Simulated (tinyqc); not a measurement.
# Read current of a NAND string, cells in series solved by shooting, step by step

Numbers from tinyqc (`OMP_NUM_THREADS=1 python tinyqc.py 2142029 2142030 out.jsonl`; about 0.4 s on one thread of a shared Intel Xeon 2.30GHz). Printed values are rounded.

Cells in series, numbered from 0 at the source line (0 V) to the bit line, each followed by a gap resistance Rg. A cell with gate Vg, threshold VT, source Vs and drain Vd passes I = 2 nf K Vt^2 [F(Vs) - F(Vd)]/(1 + th max(Vg - VT, 0)), F(V) = ln^2(1 + exp((Vg - VT - nf V)/(2 nf Vt))). The selected cell has Vg = Vr, the others Vg = Vp.

Values chosen for this exercise; values of the order met in vertical NAND strings: temperature T = 358 K; gain factor of a cell K = 4.8 uA/V^2; slope factor nf = 1.8; mobility reduction factor th = 0.06 1/V; resistance of the gap between cells Rg = 20 kohm; bit-line voltage Vbl = 0.4 V; pass voltage Vp = 7.6 V; read voltage on the selected word line Vr = 4.07 V.

Constants: q = 1.602176634e-19 C, kB = 1.380649e-23 J/K, Vt = kB T/q. Results are converted to the units shown.

## Step 1: node voltages for a trial current

first trial current = 0.63 uA
thresholds from the source end, cell 0 to 4 (V): -0.9  2.2  -0.9  4.1  -0.9

For a trial current I start at 0 V and, cell by cell (the selected one is cell 1), solve for the drain: sqrt(F(Vd)) = sqrt(F(Vs) - I/k), k = 2 nf K Vt^2/(1 + th max(Vg - VT, 0)), Vd = [Vg - VT - 2 nf Vt ln(exp(sqrt F) - 1)]/nf, then add I Rg.

node voltage after each cell and gap, trial 1, cell 0 to 4 (V): 0.0359740  0.132989  0.169644  0.232672  0.269864

## Step 2: node voltages for a trial current

second trial current = 0.87 uA

As before.

node voltage after each cell and gap, trial 2, cell 0 to 4 (V): 0.0497091  0.187674  0.238730  0.329122  0.381271

## Course of the secant iteration

Secant steps on the end voltage less Vbl, from the two trials; a trial above the saturation current of a cell has no solution and is moved halfway to the previous trial. Stop below 1e-9 V.

Course of the iteration:
```
iteration	I (uA)	end voltage - Vbl (V)	halvings
1	0.910348	5.77e-4	0
2	0.909143	-2.59e-6	0
3	0.909148	-3.59e-10	0
```

Converged in 3 iterations to I = 0.90915 uA. The selected cell takes 31.7 % of the bit-line voltage and the gaps together 22.7 %.
